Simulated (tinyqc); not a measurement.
Surface photovoltage measurement of the minority-carrier diffusion length in a wafer: one step, computed by the program tinyqc.

Low injection, steady light, a depletion layer much thinner than 1/alpha and L. The excess density dn is taken at the front edge of the neutral region; light that reaches the back is lost.

Question. The linear plot. alpha = (84.732/lambda - 76.417)^2 per cm with lambda in micrometre (an empirical fit for silicon between 0.7 and 1.05 micrometre). Thick wafer: dn = Phi L/((S_f + D/L)(L + 1/alpha)). Finite wafer, with s = S_b L/D, w = W/L, a = alpha L: dn = [Phi a/(a^2 - 1)] [a - B - exp(-alpha W)(a - s)/(cosh w + s sinh w)]/(S_f + B D/L), B = (sinh w + s cosh w)/(cosh w + s sinh w). Readings y = (Phi/dn) (1 + noise x g) at 780, 830, 880, 920, 950, 975 and 995 nm; a least-squares line y = c (1/alpha + L_app) gives L_app = intercept/slope.

Inputs (values chosen for the exercise, modelled on p-type silicon at room temperature): diffusion length L = 280 micrometre; wafer thickness W = 725 micrometre; diffusivity D = 29.6 cm^2/s; front recombination velocity S_f = 73000 cm/s; back recombination velocity S_b = 3500 cm/s; photon flux entering = 3.5e+12 1/(cm^2 s); relative noise of each reading = 0.5 %.

normal deviates g for the noise: [-0.08, -0.40, -0.55, -1.24, -0.65, -0.19, -1.83]

Give: the table «Readings» with the columns 1/alpha (micrometre), y (cm/s), line (cm/s), for lambda (nm) = 780, 830, 880, 920, 950, 975, 995; slope; apparent length L_app; error of L_app (rounded to 0.001).

Answer.

Readings:
```
lambda (nm)  1/alpha (micrometre)    y (cm/s)  line (cm/s)
780                          9.64  7.6598e+04   7.6493e+04
830                         15.18  7.7949e+04   7.7952e+04
880                         25.33  8.0590e+04   8.0628e+04
920                         40.66  8.4379e+04   8.4668e+04
950                         61.28  9.0132e+04   9.0102e+04
975                         90.92  9.8305e+04   9.7914e+04
995                        130.89  1.0825e+05   1.0845e+05
```

slope = 263.54 cm/(s micrometre)

apparent length L_app = 280.61 micrometre

error of L_app (rounded to 0.001) = 0.218 %

Without noise the error would be -1.7 %, from the finite thickness at W/L = 2.6. S_f scales all readings alike and leaves L_app unchanged.
